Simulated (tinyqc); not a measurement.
Schemes compared: quasiparticle equation with a plasmon-pole self-energy for two band edges.

For each edge E = e + X + Sc(E), with the correlation part Sc(E) = A[0]/(E - a + w) + A[1]/(E - b - w); a and b are the valence and conduction energies that enter the Green function (a = ev, b = ec in the one-shot scheme). Z = 1/(1 - dSc/dE), dSc/dE = -A[0]/(E - a + w)^2 - A[1]/(E - b - w)^2.

Inputs chosen for the exercise (scales of the order of those of Ge; shifted at random, so the results belong to these values and not to a real crystal):
- ev = 0 eV (mean-field valence top)
- ec = 0.1 eV (mean-field conduction edge)
- w = 13.2 eV (pole energy)
- Av = (31, 12.8) eV^2 (weights of the valence state on the hole and electron poles)
- Ac = (12.8, 35.4) eV^2 (the same for the conduction state)
- Xv = -1.76 eV (exchange minus the mean-field potential, valence)
- Xc = 2.19 eV (the same, conduction)

Z = 1; linearised; exact one-shot; energies updated in G (a, b); updated in G and W, where w grows by half of the opening of the gap (a rule chosen for the exercise).

Results (eV):
```
scheme               Ev     Ec    gap  opening
mean field        0.000  0.100  0.100    0.000
Z = 1            -0.374  0.571  0.945    0.845
linearised       -0.299  0.469  0.768    0.668
one-shot, exact  -0.298  0.468  0.766    0.666
update G         -0.323  0.520  0.843    0.743
update G and W   -0.363  0.570  0.933    0.833
```

What does the comparison show?

The openings run from 0.666 (one-shot, exact) to 0.845 eV (Z = 1). Linearising moves the gap by 2 meV, updating G +76 meV and updating W a further +90 meV: once Z is kept, the level of self-consistency matters more than linearising.

Program tinyqc; command `OMP_NUM_THREADS=1 python tinyqc.py 1880677 1880678 out.jsonl`; about 0.02 s on one thread of a shared Intel(R) Xeon(R) Processor @ 2.30GHz.
